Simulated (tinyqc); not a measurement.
Changing the composition x for the local step: interdiffusion in a binary couple: Darken equations, Kirkendall shift and Boltzmann-Matano analysis. Computed by tinyqc, a small Python program. Command: `OMP_NUM_THREADS=1 python tinyqc.py 3020039 3020040 out.jsonl darken sweep`. One thread of a shared host (Intel(R) Xeon(R) Processor @ 2.30GHz), about 0.2 s of CPU time with the checks.

x is the mole fraction of B; the molar volume is constant, and the two halves are long enough to count as infinite.

Inputs (values chosen for the exercise, for a model alloy A-B):
```
quantity,value,unit
tracer diffusivity D*_A(0),1.7e-14,m^2/s
tracer diffusivity D*_B(0),6.9e-15,m^2/s
slope k of ln D* with x,1.7,-
regular-solution parameter W,-0.025,eV
temperature T,1470,K
left composition x_L,0.21,-
right composition x_R,0.59,-
time t,23000,s
```

Vacancy-wind correction: none.

Constants: k_B = 8.617333262e-05 eV/K.

Method:
- D*_i(x) = D*_i(0) exp(k x); thermodynamic factor Phi = 1 - 2 W x (1 - x)/(k_B T); intrinsic D_i = D*_i Phi; interdiffusion D~ = x D_A + (1 - x) D_B.
- With lambda = z/sqrt(t), the profile solves d/dlambda (D~ dx/dlambda) + (lambda/2) dx/dlambda = 0 with x = x_L and x_R far to the left and right; z = 0 is the original interface. It is solved as a boundary-value problem in y = lambda/sqrt(D~ at the mean composition) on -12 < y < 12 (collocation, tolerance 1e-8).
- Read from the profile: the position z(x), the area -int_(x_L)^x z dx and the slope.
- D~(x) = area/(2 t slope), with z counted from the original interface (the Matano plane); 1 um^2 = 1e-12 m^2.

One run for each value:
```
composition x for the local step,interdiffusion coefficient D~ at the local x (m^2/s),thermodynamic factor Phi,position z(x) (um),D~ from the profile (m^2/s)
0.23,1.4589e-14,1.0699,-47.677,1.4589e-14
0.28,1.6904e-14,1.0796,-29.941,1.6904e-14
0.33,1.9498e-14,1.0873,-18.531,1.9498e-14
0.38,2.2392e-14,1.0930,-8.100,2.2392e-14
0.42,2.4941e-14,1.0962,0.587,2.4941e-14
0.47,2.8441e-14,1.0983,13.009,2.8441e-14
0.52,3.2313e-14,1.0985,29.458,3.2313e-14
0.57,3.6582e-14,1.0967,60.093,3.6582e-14
```

Describe and explain the trends.

Over the rows, interdiffusion coefficient D~ at the local x (m^2/s) rises from 1.46e-14 to 3.66e-14 (exponent d ln y / d ln x 0.75 between the first rows and 1.4 between the last); thermodynamic factor Phi goes from 1.07 through a maximum among these rows, 1.10 at 0.520, to 1.10; position z(x) (um) rises from -47.7 to 60.1. D~ read back from the profile reproduces the local D~.

Extremes, crossings and ranges named in words are read from the listed rows.
